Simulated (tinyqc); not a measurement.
From results back to parameters: free-carrier optics of a doped semiconductor (Drude model with one polar phonon). Two cases, with inputs chosen for the exercise.

Problem. The upper coupled mode solves E^4 - (wL^2 + Ep^2) E^2 + Ep^2 wT^2 = 0 with wL = wT sqrt(es/ei); N is hidden.

eps(E) = ei [1 - Ep^2/(E^2 + i E Gam)] + (es - ei) wT^2/(wT^2 - E^2 - i E gT), with Ep^2 = 8 pi c (e^2/(4 pi eps0)) N/(m ei), c = hbar^2/2m0, N in 1/angstrom^3 (1e-24 per 1/cm^3); Gam = hbar/tau, tau = mu m m0/e with m0/e = 5.685630e-12 kg/C and mu in m^2/(V s). Energies in meV.

Constants: hbar^2/2m0 = 3.80998211 eV angstrom^2; e^2/(4 pi eps0) = 14.39964547 eV angstrom.

Find: Ep; N; L-.

Method. Ep^2 = L+^2 (L+^2 - wL^2)/(L+^2 - wT^2); the product of the roots gives L- = Ep wT/L+.

Case 1.

Values chosen (mass and dielectric values near those of SiC; N and mu are free inputs; interband absorption and the rise of the mass with filling are left out; shifted at random, so the results belong to these values and not to a real crystal):
- m = 0.411 m0 (conductivity mass)
- ei = 6.54 (high-frequency dielectric constant)
- wT = 99 meV (TO phonon)
- es = 9.77 (static dielectric constant)

L+ = 122.3110 meV

Solution.

Ep = 30.39 meV
N = 1.80e+18 1/cm^3
L- = 24.60 meV

Case 2.

Values chosen (mass and dielectric values near those of InSb; N and mu are free inputs; interband absorption and the rise of the mass with filling are left out; shifted at random, so the results belong to these values and not to a real crystal):
- m = 0.0134 m0 (conductivity mass)
- ei = 15.63 (high-frequency dielectric constant)
- wT = 22.2 meV (TO phonon)
- es = 17.02 (static dielectric constant)

L+ = 28.8399 meV

Solution.

Ep = 26.91 meV
N = 1.10e+17 1/cm^3
L- = 20.71 meV

Computed by tinyqc, one run a case: `OMP_NUM_THREADS=1 python tinyqc.py N N+1 out.jsonl` with N = 1652794, 1680018; one thread of a shared Intel(R) Xeon(R) Processor @ 2.30GHz, about 0.01 s a run at most.
